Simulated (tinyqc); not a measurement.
Inside a calculation. Method: coupled-perturbed Hartree-Fock on RHF in the sto-3g basis, for BeH2, spin multiplicity 1. One step of it, computed by the program tinyqc.

Task: Coupled step 2. U_ai = -(mu_ai + sum_bj [4 (ai|bj) - (ab|ij) - (aj|bi)] U_bj) / (e_a - e_i); alpha = -4 sum U_ai mu_ai.

U after step 1:
```
           i1         i2        i3
a4  -0.018432  -2.061582  0.000000
a5   0.000000   0.000000  0.000000
a6  -0.000401  -0.031399  0.000000
a7   0.000000   0.000000  0.019562
```

dipole integrals <a|z|i> (bohr):
```
          i1        i2         i3
a4  0.151054  0.964370   0.000000
a5  0.000000  0.000000   0.000000
a6  0.004626  0.014496   0.000000
a7  0.000000  0.000000  -0.021258
```

orbital energies (hartree): MO1 -4.536338, MO2 -0.410375, MO3 -0.366715, MO4 0.213480, MO5 0.213567, MO6 0.337566, MO7 0.666060

Two-electron integrals over orbitals (pq|rs), unique and non-zero (hartree):
```
(11|11) 2.272042    (21|11) -0.185880   (21|21) 0.023496    (22|11) 0.453363
(22|21) -0.005654   (22|22) 0.369749    (31|31) 0.004931    (32|31) 0.010551
(32|32) 0.157349    (33|11) 0.412854    (33|21) -0.002308   (33|22) 0.381008
(33|33) 0.404430    (41|11) 0.006354    (41|21) -0.000764   (41|22) 0.000385
(41|33) 0.000210    (41|41) 0.015753    (42|11) -0.003623   (42|21) 0.000219
(42|22) 0.001037    (42|33) 0.001482    (42|41) 0.014882    (42|42) 0.047208
(43|31) -0.000024   (43|32) 0.002327    (43|43) 0.012130    (44|11) 0.569096
(44|21) -0.007158   (44|22) 0.350856    (44|33) 0.330805    (44|41) -0.000828
(44|42) -0.004627   (44|44) 0.449902    (51|51) 0.015741    (52|51) 0.014901
(52|52) 0.047190    (53|53) 0.012077    (54|51) -0.000519   (54|52) -0.001413
(54|54) 0.024279    (55|11) 0.569186    (55|21) -0.007155   (55|22) 0.350885
(55|33) 0.330798    (55|41) 0.000209    (55|42) -0.001806   (55|44) 0.401322
(55|55) 0.449859    (61|11) -0.192823   (61|21) 0.024842    (61|22) -0.005868
(61|33) -0.002837   (61|41) -0.000356   (61|42) 0.000625    (61|44) -0.005824
(61|55) -0.005790   (61|61) 0.026349    (62|11) 0.139978    (62|21) -0.005928
(62|22) -0.013034   (62|33) -0.040466   (62|41) 0.000621    (62|42) -0.000865
(62|44) 0.069877    (62|55) 0.070024    (62|61) -0.005276   (62|62) 0.084327
(63|31) -0.000205   (63|32) -0.092004   (63|43) -0.002010   (63|63) 0.088371
(64|11) 0.003285    (64|21) 0.000039    (64|22) 0.000189    (64|33) -0.000867
(64|41) 0.016060    (64|42) 0.046215    (64|44) -0.000282   (64|55) 0.001435
(64|61) 0.000531    (64|62) 0.003822    (64|64) 0.048717    (65|51) 0.016094
(65|52) 0.046374    (65|54) -0.000860   (65|65) 0.048795    (66|11) 0.455752
(66|21) -0.006602   (66|22) 0.372108    (66|33) 0.383236    (66|41) 0.001276
(66|42) 0.003821    (66|44) 0.349132    (66|55) 0.349278    (66|61) -0.006473
(66|62) -0.026746   (66|64) 0.002339    (66|66) 0.389284    (71|31) 0.009299
(71|32) 0.017088    (71|43) -0.000075   (71|63) 0.000472    (71|71) 0.017655
(72|31) 0.004644    (72|32) -0.038322   (72|43) -0.001825   (72|63) 0.063109
(72|71) 0.008493    (72|72) 0.057503    (73|11) 0.151455    (73|21) -0.003893
(73|22) 0.001732    (73|33) -0.018013   (73|41) 0.000029    (73|42) -0.002500
(73|44) 0.071947    (73|55) 0.071986    (73|61) -0.003549   (73|62) 0.079968
(73|64) 0.002002    (73|66) -0.020094   (73|73) 0.088152    (74|31) -0.000339
(74|32) -0.004072   (74|43) 0.013088    (74|63) 0.002677    (74|71) -0.000586
(74|72) 0.000845    (74|74) 0.017104    (75|53) 0.013153    (75|75) 0.016996
(76|31) 0.009553    (76|32) 0.138914    (76|43) 0.002569    (76|63) -0.091042
(76|71) 0.015949    (76|72) -0.045898   (76|74) -0.003521   (76|76) 0.135627
(77|11) 0.540132    (77|21) -0.007280   (77|22) 0.395363    (77|33) 0.410753
(77|41) 0.000203    (77|42) 0.000290    (77|44) 0.374978    (77|55) 0.374955
(77|61) -0.007314   (77|62) -0.016285   (77|64) -0.000765   (77|66) 0.405263
(77|73) 0.005389    (77|77) 0.447953
```

Give: U after step 2; polarisability.

Result:

U after step 2:
```
         i1       i2      i3
a4  -0.0113  -2.2357  0.0000
a5   0.0000   0.0000  0.0000
a6  -0.0002  -0.0351  0.0000
a7   0.0000   0.0000  0.0187
```

polarisability = 8.6348 bohr^3
